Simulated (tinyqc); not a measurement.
Electron counts at which the sphere reaches the zone: Brillouin zone and empty-lattice bands of the fcc structure.

Primitive vectors a (0,1/2,1/2), a (1/2,0,1/2), a (1/2,1/2,0); one atom. Reciprocal vectors obey a_i.b_j = 2 pi delta_ij; k is given in units of 2 pi/a. Empty-lattice levels are c0 (2 pi/a)^2 |k + G|^2, c0 = hbar^2/2m0. Points: X = (1, 0, 0), L = (0.5, 0.5, 0.5), K = (0.75, 0.75, 0), W = (1, 0.5, 0), U = (1, 0.25, 0.25).

Constants: hbar^2/2m0 = 3.80998211 eV angstrom^2.

Inputs chosen for the exercise (out of a larger set: lattice near that of Cu; not measured data): a = 3.621 angstrom (lattice constant).

Z = V kF^3/(3 pi^2), V the volume of the primitive cell, with kF = |k| of each point.

Results:

| point | \|k\| (2 pi/a) | Z per atom | EF there (eV) |
|---|---|---|---|
| X | 1.0000 | 2.094 | 11.472 |
| L | 0.8660 | 1.360 | 8.604 |
| K | 1.0607 | 2.499 | 12.906 |
| W | 1.1180 | 2.927 | 14.340 |
| U | 1.0607 | 2.499 | 12.906 |

What does the comparison show?

The sphere first touches the zone at L, for Z = 1.360, and covers it at W, for Z = 2.927, while the zone itself holds 2 electrons per atom. These counts do not depend on a. First contact at 1.36 (fcc) and 1.48 (bcc) is the free-electron argument for the Hume-Rothery limits of brasses.

(tinyqc, `OMP_NUM_THREADS=1 python tinyqc.py 1881037 1881038 out.jsonl`, Intel(R) Xeon(R) Processor @ 2.30GHz, 1 thread, shared host, about 0.01 s.)
